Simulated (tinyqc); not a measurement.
From results back to parameters: core-shell quantum dot (spherical envelope functions). Four cases, with inputs chosen for the exercise.

Problem. The lowest electron level was computed from a hidden shell thickness H.

Parabolic bands; strain and other valleys are left out. s states, u = r psi, hard wall at R + H, c = hbar^2/2m0, energies from the band edges of the core. Core: u = sin(k1 r)/k1, k1 = sqrt(m1 E/c). At R, psi and psi'/m are continuous, so u is continuous and its slope in the shell is s = u/R + (m2/m1)(u' - u/R). Shell: u(R + x) = u(R) cos(k2 x) + s sin(k2 x)/k2, k2 = sqrt(m2 (E - V)/c); for negative arguments the functions turn into sinh and cosh. A level has u(R + H) = 0.

Constants: hbar^2/2m0 = 3.80998211 eV angstrom^2.

Find: u(R); s; H.

Case 1.

Values chosen (near those of a CdTe/CdSe core-shell dot; not measured data): R = 28 angstrom (core radius); Vc = -0.293 eV (conduction edge of the shell above that of the core); me1 = 0.097 m0 (electron, core); me2 = 0.13 m0 (electron, shell).

E_e = -0.0946139 eV

Solution.

u(R) = 37.684 angstrom
s = 2.3600
H = 27.0 angstrom

u(R) and s follow from E_e; u(R + H) = 0 gives tan(k2 H) = -k2 u(R)/s, with the first positive root.

Case 2.

Values chosen (near those of a GaAs/AlGaAs core-shell dot; not measured data): R = 30 angstrom (core radius); Vc = 0.249 eV (conduction edge of the shell above that of the core); me1 = 0.066 m0 (electron, core); me2 = 0.093 m0 (electron, shell).

E_e = 0.3182722 eV

Solution.

u(R) = 10.666 angstrom
s = -1.0058
H = 10.0 angstrom

u(R) and s follow from E_e; u(R + H) = 0 gives tan(k2 H) = -k2 u(R)/s, with the first positive root.

Case 3.

Values chosen (near those of an InP/GaP core-shell dot; not measured data): R = 24 angstrom (core radius); Vc = 0.398 eV (conduction edge of the shell above that of the core); me1 = 0.083 m0 (electron, core); me2 = 0.134 m0 (electron, shell).

E_e = 0.2844512 eV

Solution.

u(R) = 12.065 angstrom
s = -0.8144
H = 27.0 angstrom

u(R) and s follow from E_e; u(R + H) = 0 gives tanh(kappa H) = -kappa u(R)/s. The tanh is close to 1, so H is poorly fixed: the full digits of E_e are needed.

Case 4.

Values chosen (near those of an InAs/InP core-shell dot; not measured data): R = 12 angstrom (core radius); Vc = 0.465 eV (conduction edge of the shell above that of the core); me1 = 0.029 m0 (electron, core); me2 = 0.08 m0 (electron, shell).

E_e = 0.6634191 eV

Solution.

u(R) = 10.598 angstrom
s = 0.2619
H = 30.0 angstrom

u(R) and s follow from E_e; u(R + H) = 0 gives tan(k2 H) = -k2 u(R)/s, with the first positive root.

Computed by tinyqc, one run a case: `OMP_NUM_THREADS=1 python tinyqc.py N N+1 out.jsonl` with N = 1280265, 1280394, 1280522, 1280656; one thread of a shared Intel(R) Xeon(R) Processor @ 2.30GHz, about 0.07 s a run at most.
